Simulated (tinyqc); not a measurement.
What each parameter does: alloy A(1-x)B(x) by interpolation with bowing.

Each gap follows E(x) = (1 - x) E_A + x E_B - C x (1 - x); the lattice constant follows Vegard, a(x) = (1 - x) a_A + x a_B.

Mass at Gamma from the Kane formula 1/m = F + Ep (Eg + 2 Dso/3)/(Eg (Eg + Dso)). F is fixed by the masses of A and B and interpolated linearly, as is Ep; Eg and Dso carry their bowing.

Inputs chosen for the exercise (A near InSb, B near InAs; not measured data): Eg = (0.232, 0.421) eV (gap at Gamma to the s-like level of A, B); EgX = (0.629, 1.422) eV (gap to the lowest valley along Gamma-X of A, B); EgL = (0.939, 1.132) eV (gap to L of A, B); C = (0.598, 0.655, 0.538) eV (bowing of the Gamma, X and L gaps); x = 0.15 (fraction of B); Dso = (0.814, 0.392) eV (spin-orbit splitting of A, B); Ep = (23.1, 21.8) eV (Kane energy of A, B); me = (0.0136, 0.0264) m0 (electron mass at Gamma of A, B); Cs = 1.03 eV (bowing of Dso).

Gaps at x and the Kane mass.

Results for these values:

| case | Gamma (eV) | X (eV) | L (eV) | mass (m0) |
|---|---|---|---|---|
| base | 0.1841 | 0.6644 | 0.8994 | 0.0109 |

What happens to each result for EgL = (0.892, 1.132) eV, all else kept?

Answer: Gamma does not change at the printed digits; X does not change at the printed digits; L falls from 0.8994 to 0.8594; mass does not change at the printed digits.

The same for each parameter in turn:

| case | Gamma (eV) | X (eV) | L (eV) | mass (m0) |
|---|---|---|---|---|
| base | 0.1841 | 0.6644 | 0.8994 | 0.0109 |
| x = 0.19 | 0.1759 | 0.6789 | 0.8929 | 0.0105 |
| C = (0.698, 0.755, 0.638) eV | 0.1714 | 0.6517 | 0.8866 | 0.0102 |
| Eg = (0.244, 0.421) eV | 0.1943 | 0.6644 | 0.8994 | 0.0111 |
| EgX = (0.629, 1.351) eV | 0.1841 | 0.6538 | 0.8994 | 0.0109 |
| EgL = (0.892, 1.132) eV | 0.1841 | 0.6644 | 0.8594 | 0.0109 |
| Ep = (25.4, 24) eV | 0.1841 | 0.6644 | 0.8994 | 0.0107 |
| Cs = 1.08 eV | 0.1841 | 0.6644 | 0.8994 | 0.0109 |

(tinyqc, `OMP_NUM_THREADS=1 python tinyqc.py 1051219 1051220 out.jsonl`, Intel(R) Xeon(R) Processor @ 2.30GHz, 1 thread, shared host, about 0.01 s.)
